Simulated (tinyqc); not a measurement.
Floating body of a partially depleted SOI transistor: body voltage and kink: one step of the calculation.

Source at 0 V. Channel current Ic = 2 nf K Vt^2 [F(0) - F(Vd)](1 + la Vd), F(V) = ln^2(1 + exp((Vg - VT - nf V)/(2 nf Vt))), VT = VT0 - gb Vb. Saturation voltage Vs = 2 Vt sqrt(F(0)) + 3 Vt, excess Ve = (Vd - Vs + sqrt((Vd - Vs)^2 + 0.0004 V^2))/2, multiplication M1 = Ai Ve exp(-Bl/Ve). Each junction passes D(v) = J1 (exp(v/Vt) - 1) + J2 (exp(v/(2 Vt)) - 1). Bipolar current Ib = bb J1 (exp(Vb/Vt) - 1). The body settles where M1 (Ic + Ib) = D(Vb) + D(Vb - Vd) + Vb/Rb; drain current Id = (1 + M1)(Ic + Ib) - D(Vb - Vd).

Task. New Vb. Current into the body I_in = M1 (Ic + Ib) - D(Vb - Vd), current out I_out = D(Vb) + Vb/Rb; f = ln(I_in/I_out), s = df/dVb by central differences over 1e-5 V, Vb(new) = Vb - f/s.

Inputs (values chosen for the exercise); values of the order met in partially depleted silicon-on-insulator transistors: temperature T = 330 K; threshold at zero body voltage VT0 = 0.41 V; fall of the threshold per volt of body voltage gb = 0.16; slope factor nf = 1.49; gain factor per width K = 170 uA/(V^2 um); channel-length modulation factor la = 0.08 1/V; impact-ionisation prefactor Ai = 2.42 1/V; impact-ionisation voltage Bl = 8 V; diffusion saturation current of each junction J1 = 1.7e-12 uA/um; recombination saturation current of each junction J2 = 4.4e-9 uA/um; gain of the lateral bipolar transistor on the diffusion current bb = 0.5; resistance of a weak body tie to the source (1e9 stands for no tie, and the term is then dropped) Rb = 5e5 kohm um; gate voltage Vg = 0.97 V; drain voltage Vd = 1.7 V.

Constants: q = 1.602176634e-19 C, kB = 1.380649e-23 J/K, Vt = kB T/q. Results are converted to the units shown.

Vb after iteration 1 = 0.71164377 V

Give: Ic; Ve; M1; I_in; I_out; f; s; Vb after iteration 2.

Result.

Ic = 29.43 uA/um
Ve = 1.162 V
M1 = 0.002887
I_in = 0.08516 uA/um
I_out = 0.1281 uA/um
f = -0.4086
s = -34.81 1/V
Vb after iteration 2 = 0.6999 V

Range of the model: The multiplication law is an empirical form chosen for the exercise; self-heating and capacitive coupling to the body are left out, and the linear laws are rough once Vb passes about 0.7 V or M1 about 0.1.

Numbers from tinyqc (`OMP_NUM_THREADS=1 python tinyqc.py 2182018 2182019 out.jsonl`; about 0.2 s on one thread of a shared Intel Xeon 2.30GHz).
